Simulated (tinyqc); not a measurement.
## Radius, Mott density and mass from the binding energy

Problem. A donor has the isolated binding energy E0 = cc Ry, Ry = (m0 q^3/(8 eps0^2 h^2)) me/eps_r^2 in eV, radius a = q/(8 pi eps0 eps_r E0) and Mott density (0.26/a)^3. Find a, the Mott density and me.

Values chosen for this exercise:
- eps_r = 11.6 (relative permittivity)
- cc = 1 (ratio of the true binding energy to the hydrogenic one)

Constants: q = 1.602176634e-19 C, eps0 = 8.8541878128e-12 F/m, h = 6.62607015e-34 J s, m0 = 9.1093837015e-31 kg. Results are converted to the units shown.

E0 = 26.390353 meV

Solution. Each follows directly from E0.

a = 2.35 nm
Mott density = 1.35e18 cm^-3
me = 0.261 m0

Numbers from tinyqc (`OMP_NUM_THREADS=1 python tinyqc.py 2330051 2330052 out.jsonl`; about 0.01 s on one thread of a shared Intel Xeon 2.30GHz).
